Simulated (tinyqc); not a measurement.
Transient enhanced diffusion after implantation: plus-n interstitials, dissolving clusters and loss to the surface: one step, computed by the program tinyqc. Command: `OMP_NUM_THREADS=1 python tinyqc.py 3028891 3028892 out.jsonl ted walk`. One thread of a shared host (Intel(R) Xeon(R) Processor @ 2.30GHz), about 0.01 s of CPU time with the checks.

The implant leaves n Q interstitials in clusters at depth R_p. While clusters last they hold the free interstitials at a supersaturation S = C_I/C_I*; interstitials drain to the surface, and the part f_I of the dopant diffusion that uses interstitials speeds up in proportion to S.

Task: Duration and total effect at this temperature. The clusters last tau = n Q/J. If they dissolve fully at this T, the extra budget is (D/D* - 1) D* tau.

Inputs (values chosen for the exercise, modelled on indium in silicon): implant dose Q = 7.9e+13 1/cm^2; interstitials kept per ion n = 2; anneal (peak) temperature T = 700 C.

Anneal: isothermal.

flux J = 1.363466e+10 1/(cm^2 s)

enhancement D/D* = 11316.07

equilibrium diffusivity D* = 2.326285e-19 cm^2/s

Give: duration tau; extra budget if complete.

Result:

duration tau = 11588 s

extra budget if complete = 3.050e-11 cm^2
